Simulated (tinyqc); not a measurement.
# Worked calculation: small-signal admittance of a forward-biased p+-n diode

Program tinyqc, `OMP_NUM_THREADS=1 python tinyqc.py 2890106 2890107 out.jsonl`; Intel Xeon 2.30GHz, shared host, one thread, about 0.01 s. Printed values are rounded.

Holes injected into a neutral base of width wb with an ohmic contact at its end; low injection, p0 far above the equilibrium density. A small voltage v exp(i w t), w = 2 pi f, modulates the edge density by p0 v/Vt, and the small-signal density obeys Dp d2p/dx2 = (1/tau + i w) p.

Inputs (values chosen for the exercise); permittivity close to that of silicon:
- T = 300 K (temperature)
- eps_r = 11.7 (relative permittivity)
- Nd = 1.7e17 cm^-3 (donor density of the base)
- Dp = 6.4 cm^2/s (hole diffusion coefficient)
- tau = 5e-8 s (hole lifetime)
- wb = 5.3 um (width of the neutral base)
- p0 = 3.4e13 cm^-3 (excess hole density at the junction edge)
- Na = 2e19 cm^-3 (acceptor density of the p+ side)
- f = 1.3e7 Hz (signal frequency)

Constants: q = 1.602176634e-19 C, kB = 1.380649e-23 J/K, Vt = kB T/q, eps0 = 8.8541878128e-14 F/cm where lengths are in cm. Results are converted to the units shown.

## Closed-form admittance

L = sqrt(Dp tau); direct current J = (q Dp p0/L) coth(wb/L); k = sqrt(1 + i w tau)/L; diffusion admittance Y = (q Dp p0/Vt) k coth(k wb) = G + i w C_diff; junction capacitance C_j = sqrt(q eps0 eps_r Nd/(2 Vr)) in the depletion approximation, with the remaining barrier Vr = Vt ln(Na/p0), a rough value under forward bias; base-width modulation is left out.

L = 5.65685 um
J = 0.0839876 A/cm^2
k wb = 1.51142+1.18599i
Y = 3.76869+2.56478i S/cm^2
C_diff = 0.0313998 uF/cm^2
C_j = 0.202678 uF/cm^2

G is 1.16 times its low-frequency value J/Vt, and C_diff is 0.155 times C_j.

## The same by finite differences

9 equal intervals, h = wb/9; u = small-signal density over its edge value, u_0 = 1, u_9 = 0; u_(i-1) + b u_i + u_(i+1) = 0 with b = -2 - h^2 (1/tau + i w)/Dp; Y = (q Dp p0/(Vt h)) (-b/2 - u_1), which includes the half box at the edge.

b = -2.01084-0.04426i

| node | u |
|---|---|
| 1 | 0.841105-0.090962i |
| 2 | 0.695351-0.145682i |
| 3 | 0.563581-0.171206i |
| 4 | 0.445496-0.173640i |
| 5 | 0.339924-0.158239i |
| 6 | 0.245040-0.129508i |
| 7 | 0.158543-0.091334i |
| 8 | 0.077807-0.047134i |

Y on the mesh = 3.76283+2.58984i S/cm^2

Against the closed form the real part is 0.16 % below it and the imaginary part 0.98 % above it; |k h| = 0.21.
